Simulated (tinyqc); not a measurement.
# Bias-temperature instability from a Gaussian distribution of capture and emission barriers, step by step

A worked calculation. Computed by tinyqc, a small Python program that keeps every step. Command: `OMP_NUM_THREADS=1 python tinyqc.py 3015272 3015273 out.jsonl bti walk`. One thread of a shared host (Intel(R) Xeon(R) Processor @ 2.30GHz), about 0.01 s of CPU time with the checks. Intermediate numbers are printed to about 6 digits and carried at full precision; extremes and crossings named in words are read from the listed rows.

Each trap has a capture time tau_0 exp(E_c/(k_B T)) under stress and an emission time tau_0 exp(E_e/(k_B T)) after it. E_c is Gaussian, and E_e = E_c + d with d Gaussian and independent. A trap counts as filled once t_s exceeds its capture time and as emptied once t_r exceeds its emission time.

Inputs (values chosen for the exercise, for a model p-channel transistor):
```
quantity                                      value        unit
shift with all traps filled V_max               100          mV
mean capture barrier at zero field mu_c         1.5          eV
spread of capture barriers sigma_c             0.21          eV
lowering of mu_c per field k_F                0.037  eV/(MV/cm)
oxide field F                                   6.9       MV/cm
mean of E_e - E_c at the stress field, delta  -0.21          eV
spread of E_e - E_c, sigma_d                   0.34          eV
time constant tau_0                           7e-11           s
temperature T                                   150           C
stress time t_s                                2000           s
recovery time t_r                                20           s
failure criterion                                30          mV
```

Constants: k_B = 8.617333262e-05 eV/K.

## Stress

Demarcation energies E_s = k_B T ln(t_s/tau_0), E_r = k_B T ln(t_r/tau_0); mean barrier mu = mu_c - k_F F; z = (E_s - mu)/sigma_c; Phi is the standard normal distribution. Temperatures in kelvin are T(C) + 273.15. Shift without recovery dV0 = V_max Phi(z); local time exponent n = d ln dV0/d ln t_s = (k_B T/sigma_c) exp(-z^2/2)/(sqrt(2 pi) Phi(z)); apparent activation energy n E_s.

E_s = 1.12979 eV

mean barrier mu = 1.2447 eV

z = -0.547203

shift without recovery dV0 = 29.2120 mV

time exponent n = 0.204163

apparent activation energy = 0.230661 eV

The stress has filled 29 % of the traps. The apparent energy 0.231 eV is only the share n of the barriers near 1.13 eV that are being crossed.

## Recovery

Remaining shift dV = V_max int_(-infinity)^(E_s) g(E_c) [1 - Phi((E_r - E_c - delta)/sigma_d)] dE_c, g the Gaussian density of E_c (Gauss-Legendre, 120 points over 7 sigma_c below E_s).

E_r = 0.961863 eV

remaining shift dV = 9.16963 mV

remaining share dV/dV0 = 0.313900

A measurement delay of t_r hides 69 % of the shift.

## Lifetime

Solve V_max Phi(z) = criterion for t_s; the power-law extrapolation from the stress point is t_s (criterion/dV0)^(1/n); 1 year = 3.15576e7 s.

log10 of the lifetime in s = 3.35806

log10 of the power-law estimate in s = 3.35765

The stress point lies near the criterion, so both agree; ten years is log10 = 8.50.

## What a measurement delay does to the time exponent

Columns: no delay, and delays of 1 us, 1 ms and 1 s.

Shift (mV):
```
t_s (s)   no delay     1 us     1 ms      1 s
1.00e+00    3.0950   2.2580   1.4093   0.6219
1.00e+01    7.1161   5.6398   3.8316   1.8919
1.00e+02   14.2900  12.0449   8.7989   4.8088
1.00e+03   25.2207  22.2235  17.2385  10.3038
1.00e+04   39.4449  35.8501  29.1673  18.8192
1.00e+05   55.2539  51.2738  43.2532  29.7110
1.00e+06   70.2601  66.0787  57.2074  41.2528
1.00e+07   82.4258  78.1592  68.8513  51.4261
```

Between 10 and 1000 s the apparent exponent is 0.275 without delay, 0.298 at 1 us, 0.327 at 1 ms and 0.368 at 1 s: a slow measurement loses more of a short stress than of a long one, which steepens the curve. Without delay the exponent falls from 0.362 to 0.069 over the table, so the growth is not a true power law. Caution: step-function filling and one Gaussian population are simplifications; real devices show several populations.

Checks made by the program: time exponent against a finite difference (relative difference 7e-10).
